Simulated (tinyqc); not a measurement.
From results back to parameters: delta-doped layer in the Thomas-Fermi potential. Two cases, with inputs chosen for the exercise.

Problem. The depth of the well was computed from a hidden sheet density.

All donors ionised in the plane z = 0, zero temperature, energies from the Fermi level EF of the Thomas-Fermi model, which lies at the bulk band edge; c = hbar^2/2m0, q = e^2/(4 pi eps0). Layer in a (001) plane: two valleys with m_z = ml, m_d = mt (unprimed) and four with m_z = mt, m_d = sqrt(ml mt) (primed); m3 = (ml mt^2)^(1/3), gv = 6. With n = (gv/3 pi^2)(m3 (-V)/c)^(3/2) and V'' = -(4 pi q/eps) n for z > 0, the solution is V = -b/(|z| + z0)^4 with sqrt(b) = 20/K, K = (4 pi q/eps)(gv/3 pi^2)(m3/c)^(3/2), and z0^5 = 4b/(e F0), e F0 = 2 pi q N/eps; 1e13/cm^2 = 1e-3/angstrom^2. Exchange and correlation are left out.

Constants: hbar^2/2m0 = 3.80998211 eV angstrom^2; e^2/(4 pi eps0) = 14.39964547 eV angstrom.

Case 1.

Values chosen (out of a larger set: near those of a delta-doped layer in Si; not measured data): ml = 0.918 m0 (longitudinal mass); mt = 0.185 m0 (transverse mass); eps = 11.5 (dielectric constant).

depth = 0.165166 eV

Case 2.

Values chosen (out of a larger set: near those of a delta-doped layer in Si; not measured data): ml = 0.908 m0 (longitudinal mass); mt = 0.189 m0 (transverse mass); eps = 12 (dielectric constant).

depth = 0.103742 eV

Find: b; z0; N.

Solution. b does not depend on N; z0 = (b/depth)^(1/4), e F0 = 4b/z0^5 and N = eps e F0/(2 pi q).

Case 1.

b = 6.926e+04 eV angstrom^4
z0 = 25.45 angstrom
N = 3.30 x 1e13/cm^2

Case 2.

b = 7.305e+04 eV angstrom^4
z0 = 28.97 angstrom
N = 1.90 x 1e13/cm^2

Computed by tinyqc, one run a case: `OMP_NUM_THREADS=1 python tinyqc.py N N+1 out.jsonl` with N = 1251425, 1251437; one thread of a shared Intel(R) Xeon(R) Processor @ 2.30GHz, about 0.2 s a run at most.
